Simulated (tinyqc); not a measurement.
# Off-state leakage of single and stacked transistors: leakage components against the temperature

n-channel devices of unit width. Subthreshold current I(Vg, Vs, Vd) = I0 (T/300 K)^0.5 exp[(Vg - Vs - VT(T) - gb (Vs - Vb) + dd (Vd - Vs))/(nf Vt)] (1 - exp(-(Vd - Vs)/Vt)), VT(T) = VT - cT (T - 300 K). Gate-edge tunnelling Ig (Vd/1 V) exp(ag (Vd - 1 V)), for a gate at 0 V, and band-to-band leakage Ab u exp(-Bb/u), u = Vd - Vb + 1 V, flow at a drain held at V; both are taken as independent of T. In a stack of off transistors (all gates at 0 V) the same subthreshold current passes through each.

One transistor with Vg = Vs = 0, Vd = V; stack factor I(one)/I(two in series).

Parameters, values chosen for the exercise; values of the order met in bulk silicon logic transistors: supply voltage V = 0.7 V; threshold at 300 K, zero drain and body bias VT = 0.47 V; fall of the threshold with temperature cT = 0.6 mV/K; current at threshold at 300 K I0 = 0.57 uA/um; slope factor nf = 1.28; drain-induced lowering per volt dd = 0.16; rise of the threshold per volt of source-body bias gb = 0.13; gate-edge tunnelling current at 1 V Ig = 3e-5 uA/um; exponential slope of the gate current ag = 4.4 1/V; prefactor of band-to-band leakage at the drain Ab = 1 uA/(um V); its exponential voltage Bb = 28 V; body voltage Vb = -0.6 V.

Constants: q = 1.602176634e-19 C, kB = 1.380649e-23 J/K, Vt = kB T/q. Results are converted to the units shown.

The same in every row: gate edge (nA/um) = 0.005610; band-to-band (nA/um) = 0.01188.

Leakage components against the temperature:
```
T (K),subthreshold (nA/um),total (nA/um),stack factor,largest part
250,2.383e-5,0.01751,38.01,band-to-band
275,1.904e-4,0.01768,27.62,band-to-band
300,0.001081,0.01857,21.22,band-to-band
325,0.004709,0.02219,17.02,band-to-band
350,0.01667,0.03416,14.12,subthreshold
375,0.05000,0.06749,12.03,subthreshold
400,0.1310,0.1485,10.48,subthreshold
425,0.3070,0.3245,9.288,subthreshold
```

As T goes from 250 to 425, the total leakage rises from 0.0175 to 0.324 nA/um. The band-to-band part leads at T = 250, the subthreshold part from 350 on. The subthreshold part doubles every 20.3 K between the last two rows. The reduction by a stack of two falls from 38.0 to 9.29, for the subthreshold part alone.

Computed by the program tinyqc: `OMP_NUM_THREADS=1 python tinyqc.py 2242274 2242275 out.jsonl`, one thread of a shared Intel Xeon 2.30GHz, about 0.03 s for the whole run.
